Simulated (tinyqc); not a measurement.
Comparisons within one model: defect, radiative and Auger recombination at equal electron and hole densities (ABC model). A value that a table varies takes the place of the one given here.

J/(e d) = Ae n + B n^2 + C n^3 with Ae = A + 4 S/w (four side walls, carriers spread evenly), e = 1.602176634e-19 C, lengths in cm; internal efficiency IQE = B n^2/(Ae n + B n^2 + C n^3); all injected carriers recombine in the layer.

Values chosen for the exercise (orders of magnitude like those quoted for GaAs; not measured data):
```
symbol  value    unit        meaning
A       1500000  1/s         defect rate
B       1.2e-10  cm^3/s      radiative coefficient
C       1.2e-30  cm^6/s      Auger coefficient
S       84       cm/s        recombination velocity of the side walls
w       2.2      micrometre  side of the square mesa
d       58       nm          active thickness
S2      38       cm/s        recombination velocity of the side walls in this comparison
J       2700     A/cm^2      current density
```

## Efficiency against current

The slope is d ln(B n^2)/d ln J = 2 (Ae + B n + C n^2)/(Ae + 2 B n + 3 C n^2).

Results:
```
J (A/cm^2)  n (1/cm^3)    IQE  slope  differential lifetime (ns)
0.30          4.08e+16  0.618  1.236                        78.0
1.0           8.29e+16  0.766  1.132                        43.6
4.0           1.77e+17  0.874  1.066                        21.9
20            4.10e+17  0.938  1.028                        9.79
70            7.77e+17  0.961  1.012                        5.22
3.0e+02       1.61e+18  0.969  1.000                        2.50
1.0e+03       2.94e+18  0.963  0.990                        1.35
4.0e+03       5.81e+18  0.941  0.975                       0.658
2.0e+04       1.26e+19  0.886  0.948                       0.278
7.0e+04       2.26e+19  0.815  0.916                       0.138
```

What can be read from the table?

IQE peaks at 0.969 for J = 290 A/cm^2, where the slope passes 1. It is 0.618 at the lowest current and 0.815 at the highest, a droop of 16 %. The slope runs from 1.24 to 0.92; its limits are 2 (defects alone), 1 (radiation alone) and 2/3 (Auger alone). In the 4 rows above about 2e18 1/cm^3 the bands are degenerate: B saturates and stimulated emission, left out, would clamp n in a laser cavity.

## Shrinking the mesa

S = S2; w takes the values listed.

Results:
```
w (micrometre)  Ae (1/s)  IQE_max  J at the peak (A/cm^2)  IQE at J
200             1.51e+06    0.978                     143     0.952
100             1.52e+06    0.978                     144     0.952
50              1.53e+06    0.978                     145     0.952
20              1.58e+06    0.978                     150     0.952
10              1.65e+06    0.977                     157     0.952
5               1.80e+06    0.976                     172     0.951
2               2.26e+06    0.973                     216     0.951
1               3.02e+06    0.969                     290     0.949
```

What does this show?

The walls equal the bulk defect rate at w = 4 S/A = 1.01 micrometre. From 200 to 1 micrometre the peak efficiency falls from 0.978 to 0.969 and moves to a current 2.02 times higher; at the fixed J the efficiency goes from 0.952 to 0.949. For large w diffusion to the walls, left out here, would limit the loss.

## Spreading the carriers over a thicker layer

d is multiplied by the factor listed, at the same J.

Results:
```
factor  n (1/cm^3)   defect  radiative   Auger
0.10      1.45e+19  0.00151      0.872   0.127
0.20      1.05e+19  0.00218      0.903  0.0945
0.50      6.72e+18  0.00350      0.934  0.0628
1.0       4.79e+18  0.00500      0.949  0.0455
2.0       3.41e+18  0.00710      0.960  0.0327
5.0       2.16e+18   0.0113      0.968  0.0210
10        1.53e+18   0.0160      0.969  0.0148
20        1.08e+18   0.0225      0.967  0.0105
```

How do the results move?

The best factor listed is 10 (IQE 0.9692); the optimum factor equals J/J_peak = 9.3, a layer of 540 nm, since only J/d matters and the peak value 0.969 does not depend on d. A thicker layer trades Auger loss (0.127 to 0.0105) for defect loss (0.00151 to 0.0225).

## What moves the efficiency

IQE_max = Q/(Q + 2) with Q = B/sqrt(Ae C), reached at n = sqrt(Ae/C). Each row changes one parameter from the base and keeps the others.

Results:
```
case                n (1/cm^3)     IQE  IQE_max  J at the peak (A/cm^2)
base                 4.795e+18  0.9495   0.9692                     290
A = 3000000 1/s      4.789e+18  0.9472   0.9626                     437
B = 1.8e-10 cm^3/s   3.958e+18  0.9703   0.9793                     431
C = 2.4e-30 cm^6/s   4.693e+18  0.9097   0.9570                     147
d = 116 nm           3.409e+18  0.9602   0.9692                     580
J = 8100 A/cm^2      8.183e+18  0.9217   0.9692                     290
w = 1.1 micrometre   4.789e+18  0.9471   0.9625                     440
```

What does this show?

The largest shifts from the base row, up to three for each result and ties (the steps differ in size, so this ranks the rows, not the parameters). n (1/cm^3): J +3.39e+18, d -1.39e+18, B -8.37e+17. IQE: C -0.0398, J -0.0277, B +0.0208. IQE_max: C -0.0122, B +0.0100, w -0.00671; unchanged at the printed digits by d and J. J at the peak (A/cm^2): d +290, w +149, A +147; unchanged at the printed digits by J.

Run: tinyqc, `OMP_NUM_THREADS=1 python tinyqc.py 1680837 1680838 out.jsonl`; Intel(R) Xeon(R) Processor @ 2.30GHz, one thread, shared host; about 0.01 s of CPU time with all checks.
